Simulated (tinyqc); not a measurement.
Time-dependent dielectric breakdown: cell percolation, Weibull statistics, area scaling and voltage extrapolation: one step, computed by the program tinyqc. Command: `OMP_NUM_THREADS=1 python tinyqc.py 3015982 3015983 out.jsonl tddb walk`. One thread of a shared host (Intel(R) Xeon(R) Processor @ 2.30GHz), about 0.01 s of CPU time with the checks.

The oxide is divided into columns of area a^2, each holding m = t_ox/a cells (m is taken as continuous). A share lambda(t) = (t/t_1)^alpha of the cells is defective, and a column whose cells are all defective breaks down.

Problem. Weibull parameters from the cell model. Failure fraction F = 1 - (1 - lambda^m)^N with N = A/a^2 columns, which for small lambda^m is 1 - exp(-(t/t63)^beta) with beta = alpha m and t63 = t_1 N^(-1/beta); critical share lambda(t63) = N^(-1/m). 1 um^2 = 1e6 nm^2.

Inputs (values chosen for the exercise, for a model gate oxide):
```
quantity                                            value  unit
oxide thickness t_ox                                  4.1    nm
defect cell size a                                    1.3    nm
exponent alpha of defect growth                      0.84     -
time t_1 at which the occupied share would reach 1  35000     s
test area A                                           100  um^2
```

Give: cells per column m; columns N; Weibull slope beta; characteristic life t63; critical share of defective cells.

Solution.

cells per column m = 3.154

columns N = 5.917e+07

Weibull slope beta = 2.649

characteristic life t63 = 40.77 s

critical share of defective cells = 0.003433

Times between F = 10 % and 90 % span a factor 3.2: the smaller beta = alpha m, the wider the scatter. Caution: t_1 is an input here; in a real oxide it changes with thickness at fixed voltage.
